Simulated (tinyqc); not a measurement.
The same layer on three faces: model-solid line-up of a strained alloy layer on a substrate.

All values of the alloy are linear in x but the gap, Eg(x) = (1 - x) Eg_A + x Eg_B - C x (1 - x), and the valence edge, Ev(x) = (1 - x) Ev_A + x Ev_B + fv C x (1 - x); Ec = Ev + Eg. Ev is the top of the unstrained valence band on a scale common to all materials. In the layer only the Gamma valley of the conduction band is followed, also where an X or L valley would lie lower.

Coherent growth: e_par = (a_s - a)/a. (001): e_perp = -2 (C12/C11) e_par; exx = eyy = e_par, ezz = e_perp, no shear. (111): e_perp = -(2 C11 + 4 C12 - 4 C44)/(C11 + 2 C12 + 4 C44) e_par; exx = eyy = ezz = (2 e_par + e_perp)/3 and exy = eyz = ezx = (e_perp - e_par)/3. (110): e_perp = -(C11 + 3 C12 - 2 C44)/(C11 + C12 + 2 C44) e_par; exx = eyy = (e_par + e_perp)/2, ezz = e_par, exy = (e_perp - e_par)/2, eyz = ezx = 0.

Strained edges: Ec + ac tr(e); the valence edges are Ev plus the levels of the 6 x 6 matrix of X, Y, Z times spin with -Dso/3 + l exx + m (eyy + ezz) on the diagonal (cyclic), n exy off it, l = av + 2 b, m = av - b, n = sqrt(3) d. Spin-orbit term (Dso/3) L.sigma on X, Y, Z with (L_k)_ij = -i epsilon_kij: <X+|H|Y+> = -i Dso/3, <X+|H|Z-> = Dso/3, <Y+|H|Z-> = -i Dso/3, <Z+|H|X-> = -Dso/3, <Z+|H|Y-> = i Dso/3, <X-|H|Y-> = i Dso/3, and their conjugates; + and - are the spin along z.

Inputs chosen for the exercise (A near AlAs, B near GaAs, substrate near Ge; not measured data): a = (5.664, 5.656) angstrom (lattice constant of A, B); Eg = (3.084, 1.504) eV (gap at Gamma to the s-like level of A, B); Dso = (0.283, 0.34) eV (spin-orbit splitting of A, B); Ev = (-1.31, -0.8) eV (top of the unstrained valence band of A, B); ac = (-5.57, -7.23) eV (conduction deformation potential of A, B); av = (2.48, 1.18) eV (valence hydrostatic potential of A, B); b = (-2.3, -1.97) eV (tetragonal shear potential of A, B); d = (-3.37, -4.82) eV (trigonal shear potential of A, B); C11 = (124.9, 120.4) GPa (of A, B); C12 = (53.1, 57.4) GPa (of A, B); C44 = (54.5, 60.6) GPa (of A, B); C = 0.425 eV (bowing of the gap); fv = 0.3 (share of the bowing taken by the valence edge); a_s = 5.658 angstrom (substrate); x = 0.04 (fraction of B).

Composition and substrate are kept.

Results:
```
face   e_perp (%)  tr(e) (%)  shift of Ec (meV)  shift of Ev (meV)  valence splitting (meV)  gap (eV)
(001)       0.086     -0.115                6.5                1.5                      8.4    3.0095
(111)       0.054     -0.146                8.2               -0.5                      6.1    3.0132
(110)       0.061     -0.140                7.9               -0.1                      6.6    3.0124
```

The layer yields most along the normal on (001) and least on (111), so the volume change, and with it the shift of Ec, is largest on (111). The valence splitting, set by b on (001), by d on (111) and by both on (110), is largest on (001). The gaps span 4 meV, from (001) to (111).

Run: tinyqc, `OMP_NUM_THREADS=1 python tinyqc.py 1080836 1080837 out.jsonl`; Intel(R) Xeon(R) Processor @ 2.30GHz, one thread, shared host; about 0.04 s of CPU time with all checks.
